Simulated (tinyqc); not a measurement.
Choosing the metal: Schottky barrier with interface states (Cowley-Sze model), image lowering and contact resistance. Computed by tinyqc, a small Python program. Command: `OMP_NUM_THREADS=1 python tinyqc.py 3002418 3002419 out.jsonl pinning walk`. One thread of a shared host (Intel(R) Xeon(R) Processor @ 2.30GHz), about 0.01 s of CPU time with the checks.

An n-type semiconductor under a metal. The barrier lies between the Schottky-Mott limit phi_M - chi and the Bardeen limit E_g - E_n, E_n being the neutrality level of the interface states; the space-charge term of the full Cowley-Sze expression is left out.

Inputs (values chosen for the exercise, with gap, mass and screening modelled on CdTe):
```
quantity                                       value         unit
gap E_g                                         1.52           eV
electron affinity chi                           4.19           eV
metal work function phi_M                       4.46           eV
neutrality level E_n above the valence band     1.01           eV
interface-state density D                      5e+12  cm^-2 eV^-1
dipole layer thickness delta                    0.36           nm
dipole layer constant eps_i                        2            -
dielectric constant eps_s                       10.2            -
electron mass m_e                             0.0973          m_0
valleys M_c                                        1            -
donor density N                              3.7e+16        cm^-3
temperature T                                    200            K
```

Pinning factor from: interface states.

Constants: e = 1.602176634e-19 C; eps_0 = 8.8541878128e-12 F/m; k_B = 8.617333262e-05 eV/K; hbar = 1.054571817e-34 J s; m_0 = 9.1093837015e-31 kg; k_B = 1.380649e-23 J/K; h = 6.62607015e-34 J s.

Method:
- S = 1/(1 + e^2 D delta/(eps_i eps_0)); for D per eV, e^2 D is the number e x D in SI units, with 1 cm^-2 = 1e4 m^-2.
- phi_B = S (phi_M - chi) + (1 - S)(E_g - E_n); the hole barrier is E_g - phi_B.
- A* = 4 pi e m_e M_c k_B^2/h^3 (a simple valley count); J_s = A* T^2 exp(-phi/k_B T).
- E_00 = (e hbar/2) sqrt(N/(m_e eps_s eps_0)), E_0 = E_00 coth(E_00/k_B T); scaling form of the contact resistivity rho_c = (k_B/(e A* T)) exp(phi_B/E_0), which is the thermionic result when E_00 << k_B T and keeps only the leading exponential of tunnelling when E_00 >> k_B T; image lowering is left out of it.

pinning factor S = 0.859952

Bardeen barrier = 0.51 eV

E_0 = 0.0174825 eV

Against work function:
```
phi_M (eV)  Schottky-Mott (eV)  phi_B (eV)  J_0 (A/cm^2)  rho_c (ohm cm^2)
4.19                      0.00      0.0714    7.4158e+03        2.1914e-06
4.41                      0.22      0.2606    1.2671e-01        1.0978e-01
4.62                      0.43      0.4412    3.5656e-06        3.3625e+03
4.84                      0.65      0.6304    6.0921e-11        1.6844e+08
5.06                      0.87      0.8196    1.0409e-15        8.4375e+12
5.28                      1.09      1.0088    1.7785e-20        4.2266e+17
5.49                      1.30      1.1894    5.0048e-25        1.2946e+22
5.71                      1.52      1.3786    8.5511e-30        6.4852e+26
```

What does the comparison show, and why?

A span of 1.52 eV in work function moves the barrier by 1.307 eV (slope S = 0.860) and rho_c by 32.5 decades. The barrier equals its Schottky-Mott value only at phi_M = chi + E_g - E_n = 4.70 eV, where the interface states are neutral.
